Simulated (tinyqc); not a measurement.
Inside a calculation. Method: MP2 on RHF in the 3-21g basis, for H2, spin multiplicity 1. One step of it, computed by the program tinyqc.

Task: Orthogonalisation. S = U s U^T; canonical form X = U s^(-1/2), so that X^T S X = 1. Each column of U has its largest component positive (the first on a tie).

overlap S, lower triangle:
```
          1H 1s     1H 2s     2H 1s     2H 2s
1H 1s  1.000000
1H 2s  0.645899  1.000000
2H 1s  0.173595  0.358142  1.000000
2H 2s  0.358142  0.699635  0.645899  1.000000
```

Give: eigenvalues of S; X.

Result:

eigenvalues of S: 0.1735  0.3987  0.9532  2.4745

X:
```
             1        2        3       4
1H 1s  -0.6846   0.8865   0.6627  0.2746
1H 2s   1.5533  -0.6842   0.2921  0.3559
2H 1s   0.6846   0.8865  -0.6627  0.2746
2H 2s  -1.5533  -0.6842  -0.2921  0.3559
```
